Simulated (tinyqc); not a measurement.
Bias-temperature instability, empirical power law with universal recovery: one step of the calculation.

Threshold-voltage shift at the end of a stress: dV = A (V/V0)^g exp[-(Ea q/kB)(1/T - 1/T0)] (t/1 s)^n. After a delay tr the permanent share pp stays and the rest falls by r = 1/(1 + B (tr/t)^be). An empirical model: its parameters are fits, not properties.

Task. What a delayed measurement sees. At V0 and T0, measured shift = dV [pp + (1 - pp) r]; the apparent exponent is the slope of ln(shift) against ln t between the first and last point.

Values chosen for this exercise:
```
symbol  value  unit                                  meaning
V0        1.3     V                 reference stress voltage
T0        398     K                    reference temperature
A         5.5    mV             shift after 1 s at V0 and T0
n         0.2                                  time exponent
g         4.2                               voltage exponent
Ea       0.19    eV  apparent activation energy of the shift
pp       0.11                                permanent share
B         4.7                                 recovery scale
be       0.21                            recovery dispersion
tr       1e-5     s             delay before the measurement
```

Constants: q = 1.602176634e-19 C, kB = 1.380649e-23 J/K. Results are converted to the units shown.

t, point 0 to 2 (s): 10  100  1000

Find: dV; share left; measured; apparent n.

Result.

```
point	dV (mV)	share left	measured (mV)
0	8.7169	0.81731	7.1244
1	13.815	0.87773	12.126
2	21.896	0.92042	20.153
```

apparent n = 0.22580

The delay hides 7.96 % of the last shift and raises the exponent from 0.2 to 0.226, since short stresses recover by a larger share.

Program tinyqc, `OMP_NUM_THREADS=1 python tinyqc.py 2070048 2070049 out.jsonl`; Intel Xeon 2.30GHz, shared host, one thread, about 0.01 s.
